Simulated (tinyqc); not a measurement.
Vacuum evaporation: vapour pressure, source flux, thickness distribution, purity and step coverage: one step, computed by the program tinyqc.

Molecular flow, unit sticking of the metal, no re-evaporation. The background gas is taken as water vapour (18.015 g/mol, collision diameter 0.37 nm) at 300 K.

Task: Vapour pressure and flux. log10(p_v/Pa) = A - B/T; flux from the surface Phi = p_v/sqrt(2 pi m k_B T), m = M u. Mass loss = Phi x area x m; heat of evaporation = ln(10) R B; d ln Phi/dT = ln(10) B/T^2 - 1/(2 T).

Inputs (values chosen for the exercise, modelled on silver, with constants for the liquid):

| quantity | value | unit |
|---|---|---|
| molar mass M | 107.87 | g/mol |
| vapour-pressure constant A | 10.78 | - |
| vapour-pressure constant B | 13810 | K |
| source temperature T | 1410 | K |
| source area | 5.2 | cm^2 |

Constants: u = 1.6605390666e-27 kg; k_B = 1.380649e-23 J/K; R = 8.314462618 J/(mol K).

Give: vapour pressure p_v; flux Phi; mass loss; heat of evaporation; change of flux per kelvin.

Result:

vapour pressure p_v = 9.6755 Pa

flux Phi = 6.5367e+18 1/(cm^2 s)

mass loss = 21.919 g/h

heat of evaporation = 264.39 kJ/mol

change of flux per kelvin = 1.5640 %/K

Holding the rate to 1 % needs the temperature to about 0.64 K.
